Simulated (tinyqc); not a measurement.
Optical constants across the spectrum: Lorentz oscillators and the Kramers-Kronig relations.

eps(E) = 1 + sum_j S_j/(E0_j^2 - E^2 - i G_j E).

n + i k = sqrt(eps1 + i eps2) with k >= 0; R = ((n - 1)^2 + k^2)/((n + 1)^2 + k^2) at normal incidence from vacuum; alpha = 2 E k/(hbar c), times 1e8 for 1/cm; loss function Im(-1/eps) = eps2/(eps1^2 + eps2^2).

Constants: hbar c = 1973.269805 eV angstrom.

Inputs chosen for the exercise (out of a larger set: line positions loosely like those of Ge; Lorentz tails absorb below the gap, where the real solid is clear; not measured data): E0 = (2.29, 3.21, 4.59) eV (resonances); G = (0.43, 0.94, 0.55) eV (widths); S = (18.2, 37.8, 75.6) eV^2 (strengths).

Spectrum:

| E (eV) | eps1 | eps2 | n | k | R | loss |
|---|---|---|---|---|---|---|
| 0.69 | 12.302 | 0.557 | 3.508 | 0.079 | 0.310 | 0.004 |
| 1.63 | 16.402 | 2.927 | 4.066 | 0.360 | 0.369 | 0.011 |
| 2.57 | 5.282 | 11.729 | 3.012 | 1.947 | 0.394 | 0.071 |
| 3.51 | 1.683 | 10.685 | 2.500 | 2.137 | 0.405 | 0.091 |
| 4.44 | 9.538 | 25.327 | 4.278 | 2.960 | 0.533 | 0.035 |
| 5.38 | -10.061 | 3.747 | 0.581 | 3.225 | 0.820 | 0.033 |
| 6.32 | -4.621 | 1.000 | 0.231 | 2.162 | 0.851 | 0.045 |
| 7.26 | -2.603 | 0.462 | 0.143 | 1.620 | 0.855 | 0.066 |
| 8.20 | -1.566 | 0.263 | 0.105 | 1.256 | 0.850 | 0.104 |
| 9.14 | -0.943 | 0.168 | 0.086 | 0.975 | 0.838 | 0.183 |
| 10.08 | -0.532 | 0.115 | 0.079 | 0.734 | 0.815 | 0.389 |
| 11.02 | -0.244 | 0.083 | 0.083 | 0.501 | 0.767 | 1.251 |

Among the energies listed the largest values are at (eV): eps2 4.44; n 4.44; k 5.38; R 7.26; loss 11.02 (last row, still rising). eps1 crosses zero at 4.56 and 12.13 eV; the last crossing is upward and marks the plasmon, against sqrt(sum S) = 11.47 eV for free electrons.

Computed by tinyqc, a small Python program: `OMP_NUM_THREADS=1 python tinyqc.py 1682032 1682033 out.jsonl` (the numbers bound the seed that draws the inputs); one thread of a shared host (Intel(R) Xeon(R) Processor @ 2.30GHz), about 0.2 s for the whole set of steps.
